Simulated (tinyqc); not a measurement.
Tunnelling through a gate dielectric with the two-band (Franz) dispersion, WKB transmission and Tsu-Esaki current: one step of the calculation.

Electrons leave the emitter at x = 0. Energies E (motion across the layers) are in eV from the emitter Fermi level; the collector Fermi level lies at -V and offers states at every E. No charge in the dielectric and no image force: F1 = V/t1, U = phi1 - F1 x. With C = hbar^2/(2 m0), kappa = sqrt(m u (1 - u/Egx)/C), u = U - E where U > E and 0 elsewhere; T(E) = exp(-S), S = 2 times the integral of kappa over x.

Problem. WKB exponent by the midpoint rule. Cut each layer into nc equal cells, take U and kappa at the cell centres, and sum S = 2 sum kappa h.

Parameters, values chosen for the exercise; dielectric values close to those of hafnium oxide: barrier of layer 1 above the emitter Fermi level at zero bias phi1 = 1.5 eV; tunnelling mass of layer 1 m1 = 0.21 m0; thickness of layer 1 t1 = 2 nm; gap parameter of the two-band dispersion, set freely Egx = 6.9 eV; voltage across the dielectric V = 0.8 V; energy of the electron followed E = 0.09 eV; cells in each layer nc = 6.

Constants: q = 1.602176634e-19 C, hbar = 1.054571817e-34 J s, m0 = 9.1093837015e-31 kg, hbar^2/(2 m0) = 0.0380998212 eV nm^2. Results are converted to the units shown.

Find: x; U; kappa; S; T(E).

Solution.

| cell | x (nm) | U (eV) | kappa (1/nm) |
|---|---|---|---|
| 0 | 0.167 | 1.433 | 2.442 |
| 1 | 0.500 | 1.300 | 2.345 |
| 2 | 0.833 | 1.167 | 2.238 |
| 3 | 1.167 | 1.033 | 2.119 |
| 4 | 1.500 | 0.900 | 1.985 |
| 5 | 1.833 | 0.767 | 1.834 |

S = 8.642
T(E) = 1.766e-4

Computed by the program tinyqc: `OMP_NUM_THREADS=1 python tinyqc.py 2540087 2540088 out.jsonl`, one thread of a shared Intel Xeon 2.30GHz, about 0.02 s for the whole run.
